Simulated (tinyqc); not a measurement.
SiGe-base heterojunction bipolar transistor, Gummel numbers and transit times: one step of the calculation.

One-dimensional n-p-n transistor in the forward active mode at low injection. In the base p(x) = NB exp(-eta x/wb) and ni(x)^2 = ni^2 exp((g0 + g1 x/wb)/Vt); electrons leave the base at vsat; band spikes at the emitter junction and recombination inside the emitter are ignored.

Task. Base Gummel number and transit time. f(x) = p(x) ni^2/ni(x)^2; I(x) = integral from x to wb of f/Dn, plus f(wb)/vsat; base Gummel number GB = I(0); electron density per unit flux n/(J/q) = I/f; base transit time tauB = integral of I/f over the base. Trapezoid rule on 12 equal steps.

Values chosen for this exercise; band and dielectric values close to those of silicon:
- T = 300 K (temperature)
- vsat = 1.01e7 cm/s (saturation velocity)
- wb = 50 nm (neutral base width)
- NB = 2.4e18 cm^-3 (base doping at the emitter edge)
- eta = 0 (doping falls as exp(-eta x/wb))
- g0 = 0.091 eV (gap reduction at the emitter edge of the base)
- g1 = 0.001 eV (further gap reduction across the base (linear))
- Dn = 8 cm^2/s (electron diffusion coefficient in the base)

Constants: q = 1.602176634e-19 C, kB = 1.380649e-23 J/K, Vt = kB T/q. Results are converted to the units shown.

Wanted: x; f; I; I/f; GB; tauB.

Result.

x, point 0 to 12 (nm): [0.000, 4.167, 8.333, 12.500, 16.667, 20.833, 25.000, 29.167, 33.333, 37.500, 41.667, 45.833, 50.000]
f, point 0 to 12 (cm^-3): [7.1036e16, 7.0807e16, 7.0580e16, 7.0352e16, 7.0126e16, 6.9900e16, 6.9675e16, 6.9451e16, 6.9228e16, 6.9005e16, 6.8783e16, 6.8561e16, 6.8341e16]
I, point 0 to 12 (s/cm^4): [5.0316e10, 4.6622e10, 4.2940e10, 3.9270e10, 3.5612e10, 3.1966e10, 2.8331e10, 2.4708e10, 2.1096e10, 1.7496e10, 1.3908e10, 1.0332e10, 6.7664e9]
I/f, point 0 to 12 (s/cm): [7.0832e-7, 6.5844e-7, 6.0840e-7, 5.5819e-7, 5.0783e-7, 4.5730e-7, 4.0661e-7, 3.5576e-7, 3.0474e-7, 2.5355e-7, 2.0221e-7, 1.5069e-7, 9.9010e-8]
GB = 5.0316e10 s/cm^4
tauB = 2.0281 ps

Range of the model: Heavy doping makes emitter or base degenerate; gE and g0 are to be read as apparent gap changes that include this.

Numbers from tinyqc (`OMP_NUM_THREADS=1 python tinyqc.py 2320036 2320037 out.jsonl`; about 0.01 s on one thread of a shared Intel Xeon 2.30GHz).
